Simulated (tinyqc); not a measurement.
# Worked calculation: input admittance of a MOSFET at zero drain bias: distributed channel and distributed gate

Numbers from tinyqc (`OMP_NUM_THREADS=1 python tinyqc.py 2262232 2262233 out.jsonl`; about 0.01 s on one thread of a shared Intel Xeon 2.30GHz). Printed values are rounded.

Source and drain grounded, strong inversion, w = 2 pi f, Cox = eps0 eox/tox. The channel is an RC line of resistance 1/(mu Cox Vo) per square fed from both ends, so one finger has the intrinsic admittance y = i w Cox L tanh(g)/g per width, g = (1/2) sqrt(i w tau), tau = L^2/(mu Vo). The vertical resistance rv/L is in series with y, the overlaps 2 i w Cov in parallel: y_t = 1/(1/y + rv/L) + 2 i w Cov. The gate strip is a line of Rsh/L per length loaded by y_t, so a finger has Y = y_t Wf tanh(k)/k, k = (Wf/sd) sqrt(y_t Rsh/L); the device has Nf Y.

Parameters, values chosen for the exercise; values of the order met in silicon radio-frequency transistors: relative permittivity of the gate insulator (close to silicon dioxide) eox = 3.9; insulator thickness tox = 3 nm; channel length L = 0.99 um; finger width Wf = 5.6 um; number of fingers Nf = 8; channel mobility mu = 210 cm^2/(V s); gate overdrive Vo = 0.78 V; sheet resistance of the gate Rsh = 3.1 ohm/square; vertical resistivity of the gate stack rv = 0 ohm um^2; number of ends at which a finger is contacted sd = 1; overlap and fringe capacitance on each side Cov = 0.21 fF/um; frequency f = 25 GHz.

Constants: eps0 = 8.8541878128e-14 F/cm where lengths are in cm. Results are converted to the units shown.

## Low-frequency resistances and capacitance

Low-frequency limits, with c = Cox L and ct = c + 2 Cov: R_strip = Rsh Wf/(3 sd^2 L Nf), R_ch = (c/ct)^2 L/(12 mu Cox Vo Wf Nf), R_vert = (c/ct)^2 rv/(L Wf Nf), C = ct Wf Nf.

parts (ohm): strip 0.730640, channel 9.08515, vertical 0
sum = 9.81579 ohm
C = 529.327 fF
1/(2 pi R C) = 30.6317 GHz

The channel term is the largest, 92.6 % of the sum.

## Admittance of the channel and stack per width

tau, g, c = Cox L, y and y_t as defined.

tau = 59.8352 ps
g = 1.08391+1.08391i
c = 11.3953 fF/um
y = 744.67+1098.07i uS/um
y_t = 744.67+1164.04i uS/um

w tau = 9.40, and Im y is 0.613 of w c.

## Input impedance of the device

k and Y as defined; Z = 1/(Nf Y) = R + 1/(i w C); Q = |Im Z|/R; signal at the point farthest from a contact |1/cosh k|.

k = 0.323126+0.176876i
Nf Y = 34.3901+49.6333i mS
R = 9.43191 ohm
C = 467.671 fF
Q = 1.44324
signal at the far point = 0.963529

R is 3.9 % below its low-frequency limit and C is 12 % below its own.
